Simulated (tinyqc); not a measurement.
Which pair of peaks is best: composition and strain of an epitaxial Si(1-x)Ge(x) layer from Raman and X-ray peaks. Computed by tinyqc, a small Python program. Command: `OMP_NUM_THREADS=1 python tinyqc.py 3023198 3023199 out.jsonl epiraman walk`. One thread of a shared host (Intel(R) Xeon(R) Processor @ 2.30GHz), about 0.01 s of CPU time with the checks.

A (001) layer, biaxially strained in the plane. The Raman peaks follow empirical lines omega = w0 + c1 x + c3 x^3 + b eps (c3 for Si-Ge alone), with eps the in-plane strain.

Inputs (values chosen for the exercise, modelled on silicon-germanium):

| quantity | value | unit |
|---|---|---|
| Ge fraction x | 0.79 | - |
| Si-Si: c1 | -68.6 | 1/cm |
| Si-Si: strain coefficient b | -757 | 1/cm |
| Si-Ge: c1 | 24.9 | 1/cm |
| Si-Ge: c3 | -32.3 | 1/cm |
| Si-Ge: strain coefficient b | -547 | 1/cm |
| Ge-Ge: c1 | 18.8 | 1/cm |
| Ge-Ge: strain coefficient b | -479 | 1/cm |
| uncertainty of a Raman peak | 0.05 | 1/cm |

Substrate: germanium.

Method. For each pair invert J = [d omega/dx, d omega/d eps] at the true x. Independent errors of the given size in both peaks give sigma_x and sigma_eps = uncertainty x (norm of the rows of the inverse of J).

Error propagation:

| pair | det J | sigma_x | sigma_eps (per mille) |
|---|---|---|---|
| Si-Si and Si-Ge | 10.594 | 0.0044080 | 0.36473 |
| Si-Si and Ge-Ge | 47.091 | 9.5116e-04 | 0.075523 |
| Si-Ge and Ge-Ge | 27.324 | 0.0013305 | 0.073630 |

What follows from these numbers?

The pair Si-Si and Ge-Ge fixes x best (sigma_x = 9.5e-4) and Si-Si and Si-Ge worst (0.0044), a factor 4.6. Strain moves all peaks the same way, so a good pair needs different ratios of composition slope to strain coefficient, best of opposite sign; the slopes here are -68.6, -35.6 and 18.8 per cm for Si-Si, Si-Ge and Ge-Ge. Errors in the coefficients themselves are not counted.

Extremes, crossings and ranges named in words are read from the listed rows.
